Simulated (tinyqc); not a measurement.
Hopping conduction between localised states: one step, computed by the program tinyqc. Command: `OMP_NUM_THREADS=1 python tinyqc.py 3021707 3021708 out.jsonl hop walk`. One thread of a shared host (Intel(R) Xeon(R) Processor @ 2.30GHz), about 0.01 s of CPU time with the checks.

Energies are counted from the Fermi level. A small network shows the mechanism; the laws of an infinite system follow.

Question. Total conductivity. Mott: T_M = 21.2/(k_B g_0 xi^3), exponent (T_M/T)^(1/4), mean hop r = (3/8) xi times the exponent. Efros-Shklovskii: T_ES = 2.8 e^2/(4 pi eps eps_0 k_B xi), exponent (T_ES/T)^(1/2). Coulomb gap width g_0^(1/2) (e^2/(4 pi eps eps_0))^(3/2). The numerical coefficients come from percolation theory and are given. sigma = s_1 exp(-E_a/k_B T) + s_2 exp(-larger of the two exponents); reduced activation energy w = d ln(sigma)/d ln(T) by a central difference of +/- 1 %.

Inputs (values chosen for the exercise, for a model amorphous semiconductor):
```
quantity                                    value         unit
localisation length xi                       0.83           nm
density of states g_0                     4.7e+19  1/(eV cm^3)
permittivity eps                               16            -
activation energy E_a to extended states    0.033           eV
prefactor of activated conduction              65         S/cm
prefactor of hopping                         0.78         S/cm
temperature T                                  50            K
```

Dimension: 3D.

Constants: k_B = 8.617333262e-05 eV/K; e^2/(4 pi eps_0) = 14.39964548 eV angstrom.

Give: activated part; hopping part; conductivity; reduced activation energy w.

Answer.

activated part = 0.030666 S/cm

hopping part = 8.1005e-10 S/cm

conductivity = 0.030666 S/cm

reduced activation energy w = 7.6595

Activation to extended states carries 100 %. For sigma = s exp(-(T_0/T)^p), w = p (T_0/T)^p, so the slope of ln w against ln T gives -p.
